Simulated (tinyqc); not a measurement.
Resonant-tunnelling diode, transfer matrices and Tsu-Esaki current: one step of the calculation.

Emitter (band edge 0), barrier d1, well Lw, barrier d2, spacer ds, collector (edge -V). The bias drops linearly over these layers and none in the contacts; each layer is cut into ns equal slices, flat at the value of their centres. E is the energy of motion across the layers, C = hbar^2/(2 m0), psi and psi'/m are continuous. Transport is coherent, T(E) is taken as independent of the transverse momentum, and charge in the well is ignored.

Task. Breit-Wigner parameters from a parabola through 1/T(E). Near a resonance 1/T(E) = (1/Tp) [1 + (2 (E - Er)/G)^2]. With y = 1/T(E) at E0 - h, E0, E0 + h: a = (y1 + y3 - 2 y2)/(2 h^2), b = (y3 - y1)/(2 h), Er = E0 - b/(2 a), 1/Tp = y2 - b^2/(4 a), G = 2 sqrt(1/(Tp a)), tau = hbar/G.

Constants: q = 1.602176634e-19 C, hbar = 1.054571817e-34 J s. Results are converted to the units shown.

three energies (eV): 0.037234  0.039634  0.042034
T(E) at these energies: 0.44138064  0.93003918  0.68985612

Give: Er; Tp; G; tau.

Result.

Er = 0.04026 eV
Tp = 0.9784
G = 5.486 meV
tau = 120.0 fs

The true maximum of T(E) lies at 0.040174 eV with height 0.9640 and full width 5.725 meV; the fitted G is 4.2 % below that width.

tinyqc, about 0.4 s, one thread, Intel Xeon 2.30GHz (shared host): `OMP_NUM_THREADS=1 python tinyqc.py 2600006 2600007 out.jsonl`
